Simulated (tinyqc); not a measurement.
Inside a calculation. Method: coherent transport through a tight-binding region between two chains. One step of it, computed by the program tinyqc.

Problem. Transmission at E = -0.22 eV. Surface Green function g = (E - i sqrt(4 t^2 - E^2)) / (2 t^2); self-energy tc^2 g on each contact site; G = (E - H - Sigma)^(-1); Gamma = -2 Im Sigma; T = Gamma_L Gamma_R |G_LR|^2; local density of states -Im G_ii / pi.

H of the central region (eV):
```
,1,2
1,0.000000,-0.560000
2,-0.560000,0.000000
```

Leads: semi-infinite chains with site energy 0:
```
parameter,value
lead hopping t (eV),1.220000
coupling to the left lead (eV),1.260000
coupling to the right lead (eV),0.370000
left contact site,1
right contact site,2
```

E = -0.220000 eV

Give: g; G; local density of states; transmission.

Solution.

g = -0.074-0.816i 1/eV

G (1/eV):
```
,1,2
1,0.221-0.399i,0.902-0.585i
2,0.902-0.585i,-1.189-2.195i
```

local density of states (1/eV): 0.127  0.699

transmission = 0.670
